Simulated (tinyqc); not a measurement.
# Sputter depth profiling of a dopant layer: erosion rate, quantification and the mixing-roughness response, step by step

A worked calculation. Computed by tinyqc, a small Python program that keeps every step. Command: `OMP_NUM_THREADS=1 python tinyqc.py 3015622 3015623 out.jsonl sims walk`. One thread of a shared host (Intel(R) Xeon(R) Processor @ 2.30GHz), about 0.01 s of CPU time with the checks. Intermediate numbers are printed to about 6 digits and carried at full precision; extremes and crossings named in words are read from the listed rows.

A rastered ion beam erodes silicon (49.94 atoms per nm^3). The measured profile is the true one convolved with a depth response.

Inputs (values chosen for the exercise, modelled on a dopant in silicon under an oxygen or caesium beam):
```
quantity                               value    unit
beam energy E                           0.97     keV
beam current                             210      nA
raster side                              250      um
sputter yield at 1 keV                   1.3       -
mixing length at 1 keV                   2.2      nm
roughness sigma                          1.4      nm
depth of the layer z0                     57      nm
sheet density Q                      9.8e+12  1/cm^2
relative sensitivity factor RSF      2.4e+21  1/cm^3
matrix count rate                    1.6e+06     1/s
background count rate                      1     1/s
counting time per point                  0.5       s
level that defines the junction C_B    2e+16  1/cm^3
```

True profile: delta layer.

Constants: e = 1.602176634e-19 C.

## Erosion and sensitivity

Scaling chosen for the exercise: yield Y = Y1 E^0.5, mixing length w = w1 E^0.5 (E in keV). Erosion rate = Y I/(e x raster^2 x density); depth step = rate x counting time; concentration = RSF x counts/matrix counts; detection limit = RSF x 3 sqrt(background x time)/(matrix rate x time).

yield Y = 1.28035

mixing length w = 2.16675 nm

erosion rate = 0.537662 nm/s

depth step = 0.268831 nm

detection limit = 6.36396e+15 1/cm^3

Caution: with so few background counts Poisson statistics, not 3 sqrt(N), set the true limit.

## Measured shape

Mixing alone turns a layer at z0 into (1/w) exp(-(z - z0 + w)/w) for z > z0 - w; roughness adds a Gaussian of width sigma. With x = z - z0 + w: g(x) = (1/(2w)) exp(sigma^2/(2 w^2) - x/w) erfc((sigma/w - x/sigma)/sqrt2), and its integral G(x) = (1/2) erfc(-x/(sigma sqrt2)) - w g(x). Measured: Q g(x), 1 nm = 1e-7 cm. Find the maximum, the full width at half maximum and the deep point where the profile falls to C_B; far down, the trailing edge decays by w ln(10) per decade.

depth of the maximum = 56.0871 nm

peak concentration = 1.86992e+19 1/cm^3

full width at half maximum = 4.57714 nm

apparent junction depth = 72.0210 nm

trailing slope = 4.98912 nm/decade

The true deep edge lies at 57 nm, so the junction appears 15.0 nm too deep.

## Moments

Convolution adds means and variances: the response has mean 0 (shift -w plus exponential mean w) and variance w^2 + sigma^2; a delta layer adds none.

centroid = 57 nm

standard deviation = 2.57969 nm

maximum minus centroid = -0.912869 nm

The centroid stays at the true position while the maximum lies nearer the surface, so depth is read from the centroid.

## Points of the profile

Counts = concentration x matrix rate x time/RSF + background x time; relative noise 1/sqrt(counts). Depths are z0 - w + k (w + sigma), k = -0.5, 0, 0.5, 1, 2, 3, 5, 8, 12.

Profile:
```
k      z (nm)  measured (1/cm^3)       counts  relative noise
-0.5  53.0499        3.48150e+18  1.16100e+03         0.02935
0.0   54.8333        1.44390e+19  4.81349e+03         0.01441
0.5   56.6166        1.79825e+19  5.99467e+03         0.01292
1.0   58.4000        1.04366e+19  3.47937e+03         0.01695
2.0   61.9667        2.07139e+18  6.90962e+02         0.03804
3.0   65.5335        3.99354e+17  1.33618e+02         0.08651
5.0   72.6670        1.48439e+16  5.44797e+00         0.42843
8.0   83.3672        1.06374e+14  5.35458e-01         1.36659
12.0  97.6342        1.46965e+11  5.00049e-01         1.41414
```

## Beam energy: resolution against speed

Width = full width at half maximum; the apparent junction is the deep point where the profile falls to C_B; time to profile to twice z0 = 2 z0/erosion rate, at fixed current.

Measured values:
```
E (keV)   w (nm)  peak (1/cm^3)  width (nm)  apparent junction (nm)  time (min)
0.15     0.85206    2.46776e+19     3.67929                 64.6744     8.98637
0.25     1.10000    2.33802e+19     3.84353                 66.0328     6.96081
0.50     1.55563    2.11792e+19     4.15401                 68.6051     4.92204
1.00     2.20000    1.85790e+19     4.60031                 72.2042     3.48041
2.00     3.11127    1.57721e+19     5.24126                 77.1088     2.46102
4.00     4.40000    1.29753e+19     6.16469                 83.6904     1.74020
8.00     6.22254    1.03739e+19     7.48668                 92.4319     1.23051
```

From the highest to the lowest energy the width goes from 7.49 to 3.68 nm, towards the floor set by roughness, 2.355 sigma = 3.30 nm, and the junction error from 35.4 to 7.67 nm, at 7.3 times the time. Extrapolating the tail slope to zero energy separates mixing from real diffusion. Caution: the surface transient, segregation under the beam and the growth of roughness with depth are left out, and real yields fall faster near the sputter threshold.

Checks made by the program: dose under the measured profile (relative difference below 1e-10).
